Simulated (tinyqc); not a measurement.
# Lifetime from the storage time

Question. In the charge-control model of a long diode dQ/dt = -Ir - Q/tau after the current is switched from If to -Ir, with Q(0) = If tau; the storage time ends at Q = 0. Find tau, the stored charge and the share of it that leaves through the terminals.

forward and reverse current (mA): [19, 7.2]
storage time = 77.500703 ns

Answer. Integrating gives ts = tau ln(1 + If/Ir). The extracted charge is Ir ts; the rest recombines.

tau = 60.00 ns
stored charge = 1.140 nC
share extracted = 48.95 %

Numbers from tinyqc (`OMP_NUM_THREADS=1 python tinyqc.py 2230114 2230115 out.jsonl`; about 0.01 s on one thread of a shared Intel Xeon 2.30GHz).
